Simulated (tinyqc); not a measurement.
Inside a calculation: graded (staircase) quantum well by finite differences. Values are carried at full precision from step to step, so a last printed digit may differ when a step is redone from the rounded ones.

Finite differences on points z_i at the centres of cells of width h: H_ii = (c/h^2)(1/m_(i-1/2) + 1/m_(i+1/2)) + V_i, H_(i,i+1) = -(c/h^2)/m_(i+1/2), where m_(i+1/2) is the mean of the masses at the two points (the end values are repeated outwards), psi = 0 on the points beyond both ends, c = hbar^2/2m0. The field adds e F (z - z0) with z0 the middle of the structure; 1 kV/cm = 1e-5 eV/angstrom.

Constants: hbar^2/2m0 = 3.80998211 eV angstrom^2.

Values chosen for the exercise (near those of an InGaAs well in InP; not measured data):
```
symbol  value                                                                                                                                            unit      meaning
layers  ((36, 0.254, 0.0816), (12, 0.113, 0.0586), (12, 0.028, 0.0448), (12, 0, 0.0402), (12, 0.028, 0.0448), (12, 0.113, 0.0586), (36, 0.254, 0.0816))            each layer: thickness in angstrom, band edge in eV, mass in m0
F       0                                                                                                                                                kV/cm     field along z
h       12                                                                                                                                               angstrom  cell width of the coarse grid
hf      0.75                                                                                                                                             angstrom  cell width of the fine grid
```

## The coarse grid

List the points, the potential with the field, and the masses.

Grid:
```
i   z (angstrom)  V (eV)  m (m0)
1            6.0  0.2540  0.0816
2           18.0  0.2540  0.0816
3           30.0  0.2540  0.0816
4           42.0  0.1130  0.0586
5           54.0  0.0280  0.0448
6           66.0  0.0000  0.0402
7           78.0  0.0280  0.0448
8           90.0  0.1130  0.0586
9          102.0  0.2540  0.0816
10         114.0  0.2540  0.0816
11         126.0  0.2540  0.0816
```

## The tridiagonal Hamiltonian

Form the diagonal and the neighbouring elements; V in the grid already includes the field.

diagonal H_ii (eV): [0.9025, 0.9025, 0.9557, 1.0022, 1.1623, 1.2451, 1.1623, 1.0022, 0.9557, 0.9025, 0.9025]

H_(i,i+1) (eV): [-0.3242, -0.3242, -0.3774, -0.5118, -0.6225, -0.6225, -0.5118, -0.3774, -0.3242, -0.3242]

## Lowest levels on the coarse grid

Diagonalise the symmetric tridiagonal matrix; give the three lowest levels and the weights u_i^2 (sum 1) of the two lowest.

levels (eV): [0.1045, 0.3171, 0.4359]

weights on the points, rows level 1, level 2:
```
[[0.001, 0.008, 0.034, 0.116, 0.213, 0.254, 0.213, 0.116, 0.034, 0.008, 0.001],
 [0.030, 0.099, 0.155, 0.157, 0.058, 0.000, 0.058, 0.157, 0.155, 0.099, 0.030]]
```

## Halving the cell width

The same with h, h/2, ..., h/32. The end points move with h, since psi vanishes half a cell beyond the structure. Richardson value (4 E(h/32) - E(h/16))/3.

Convergence:
```
cell (angstrom)  points  E1 (eV)  E2 (eV)  E1 - finest (meV)
12.0000              11  0.10445  0.31705             -3.660
6.0000               22  0.10700  0.32624             -1.112
3.0000               44  0.10775  0.33053             -0.359
1.5000               88  0.10799  0.33257             -0.119
0.7500              176  0.10808  0.33356             -0.034
0.3750              352  0.10811  0.33404              0.000
```

Richardson values of E1, E2 (eV): [0.10812, 0.33420]

The coarse grid is 3.7 meV too low in E1. The last differences between rows shrink by a factor 2.5 (4 for a pure h^2 error, 2 for one linear in h).

## Positions and dipoles on the fine grid

With h sum psi^2 = 1: <z - z0> of three levels, |z_12| and |z_13|, the mass m1 from 1/m1 = <1|1/m|1>, and f_1j = (m1/c)(E_j - E_1) z_1j^2.

levels (eV): [0.1081, 0.3336, 0.4910]

<z - z0> (angstrom): [0.0, 0.0, 0.0]

|z_12|, |z_13| (angstrom): [18.14, 0.00]

m1 = 0.0483 m0

f_12, f_13: [0.941, 0.000]

The structure is symmetric and there is no field, so z_13 vanishes by parity. E2 - E1 = 225.5 meV, a wavelength of 5.5 micrometre (hc = 1239.841984 eV nm). Level 2 lies above the lowest point of the outer barriers, so it is a resonance or a state of the finite grid, and values that rest on it depend on the ends of the grid.

## Checks

- E1 at zero field on the grid h/32 against transfer matrices between the same hard ends, eV: both 0.1081.

Run: tinyqc, `OMP_NUM_THREADS=1 python tinyqc.py 1281353 1281354 out.jsonl`; Intel(R) Xeon(R) Processor @ 2.30GHz, one thread, shared host; about 0.02 s of CPU time with all checks.
